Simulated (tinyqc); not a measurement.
Thinning the film: dielectric confinement in a thin film (image charges).

A film |z| < t/2 of dielectric constant eps between half-spaces of dielectric constant e2; lam = (eps - e2)/(eps + e2), q = e^2/(4 pi eps0). The self-energy of a band edge is taken with the high-frequency value, e2 = eh, and the field of a fixed ion with the static one, e2 = eo. A charge at z has images lam^|n| at n t + (-1)^n z. Its self-energy is S(z) = (q/2 eps) sum over n >= 1 of lam^n [1/(n t - 2z) + 1/(n t + 2z)] for odd n and 2 lam^n/(n t) for even n; at the centre S(0) = -(q/(eps t)) ln(1 - lam).

Donor at the centre, lam from the static eo, trial function cos(pi z/t) exp(-rho/l): E(l) = c/(m l^2) - (q/eps) times the integral over k of F(k t) (1 + (k l/2)^2)^(-3/2), with F(x) = F0 + 2 lam exp(-x) G/(1 - lam exp(-x)), F0 = 2[(1 - exp(-x/2))/x + x (1 + exp(-x/2))/(x^2 + 4 pi^2)], G = 2 sinh(x/2)[1/x - x/(x^2 + 4 pi^2)]; c = hbar^2/2m0. The binding energy is -E at the minimum, counted from the subband edge with its self-energy.

Constants: e^2/(4 pi eps0) = 14.39964547 eV angstrom; hbar^2/2m0 = 3.80998211 eV angstrom^2; Ry = 13.60569312 eV.

Parameters, chosen for this exercise (near those of a Ge film in vacuum; shifted at random, so the results belong to these values and not to a real crystal): eps = 16 (dielectric constant of the film); eh = 1 (high-frequency dielectric constant outside); eo = 1 (static dielectric constant outside); m = 0.152 m0 (mass in the plane); mz = 0.123 m0 (mass across the film); ts = (12, 18, 26, 38, 55, 80, 120) angstrom (thicknesses).

<S> is the mean over (2/t) cos^2(pi z/t); confinement c (pi/t)^2/mz; donor binding with and without images.

Results:

| t (angstrom) | <S> (meV) | confinement (meV) | binding, no images (meV) | binding (meV) | l (angstrom) |
|---|---|---|---|---|---|
| 12 | 175.3 | 2123.0 | 26.8 | 262.0 | 19.1 |
| 18 | 116.9 | 943.6 | 25.0 | 193.7 | 22.8 |
| 26 | 80.9 | 452.2 | 23.1 | 146.7 | 26.7 |
| 38 | 55.4 | 211.7 | 21.0 | 109.7 | 31.5 |
| 55 | 38.2 | 101.1 | 18.7 | 82.4 | 36.9 |
| 80 | 26.3 | 47.8 | 16.4 | 61.5 | 43.2 |
| 120 | 17.5 | 21.2 | 13.9 | 44.8 | 51.3 |

Between 120 and 12 angstrom the binding goes from 44.8 to 262.0 meV; quantum confinement alone would take it from 13.9 to 26.8, so the images supply +30.9 and +235.2 meV. |<S>| goes as 1/t and exceeds the confinement energy beyond 145 angstrom. Hard-wall energies above 300 meV (up to t = 26 angstrom) overstate the confinement: walls are finite and valleys non-parabolic.

Run: tinyqc, `OMP_NUM_THREADS=1 python tinyqc.py 1281426 1281427 out.jsonl`; Intel(R) Xeon(R) Processor @ 2.30GHz, one thread, shared host; about 0.1 s of CPU time with all checks.
